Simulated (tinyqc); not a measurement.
Changing the reactive partial pressure P: Berg model of reactive sputtering of a nitride or oxide: poisoning, hysteresis and pumping speed. Computed by tinyqc, a small Python program. Command: `OMP_NUM_THREADS=1 python tinyqc.py 3013007 3013008 out.jsonl berg sweep`. One thread of a shared host (Intel(R) Xeon(R) Processor @ 2.30GHz), about 0.04 s of CPU time with the checks.

A diatomic gas reacts with bare metal on the target and on the collecting surfaces; ions remove metal and compound from the target. theta_t and theta_c are the compound fractions.

Inputs (values chosen for the exercise, close to those used for titanium dioxide):
```
quantity                         value     unit
ion current density J               17  mA/cm^2
target area A_t                    250     cm^2
collecting area A_c               1500     cm^2
metal yield Y_m                   0.47        -
compound yield Y_c               0.026        -
sticking coefficient alpha        0.48        -
reactive atoms per metal atom z      2        -
gas mass M                          32        u
pumping speed S                    980      l/s
gas temperature T                  300        K
```

Constants: e = 1.602176634e-19 C; u = 1.6605390666e-27 kg; k_B = 1.380649e-23 J/K.

Method. Ion flux j = J/e; gas flux F = P/sqrt(2 pi M k_B T). Target: (2/z) alpha F (1 - theta_t) = j Y_c theta_t. Sputtered flows F_c = j Y_c theta_t A_t, F_m = j Y_m (1 - theta_t) A_t. Collector: (2/z) alpha F (1 - theta_c) A_c + F_c (1 - theta_c) = F_m theta_c. Gas use Q = alpha F [(1 - theta_t) A_t + (1 - theta_c) A_c] + P S/(k_B T); 1 sccm = 4.4780e17 molecules/s. Rate R = F_m + F_c, given relative to j Y_m A_t.

One run for each value:
```
reactive partial pressure P (Pa)  total flow Q (sccm)  rate relative to clean metal  theta_t  theta_c
5.00e-04                                         2.51                       0.82090  0.18959  0.09809
1.10e-03                                         4.80                       0.67901  0.33979  0.22313
2.30e-03                                         7.53                       0.51034  0.51834  0.44478
5.00e-03                                         9.53                       0.33821  0.70055  0.73136
1.10e-02                                        11.14                       0.20901  0.83731  0.91515
2.30e-02                                        15.84                       0.13564  0.91498  0.97707
5.00e-02                                        29.02                       0.09404  0.95901  0.99478
1.10e-01                                        60.16                       0.07332  0.98094  0.99889
2.30e-01                                       123.31                       0.06402  0.99079  0.99974
5.00e-01                                       265.84                       0.05934  0.99574  0.99995
```

Over the rows, total flow Q (sccm) rises from 2.51 to 266 (exponent d ln y / d ln x 0.82 between the first rows and 0.99 between the last); rate relative to clean metal falls from 0.821 to 0.0593 (exponent d ln y / d ln x -0.24 between the first rows and -0.098 between the last); theta_t rises from 0.190 to 0.996 (exponent d ln y / d ln x 0.74 between the first rows and 0.0064 between the last). Q rises throughout these rows.
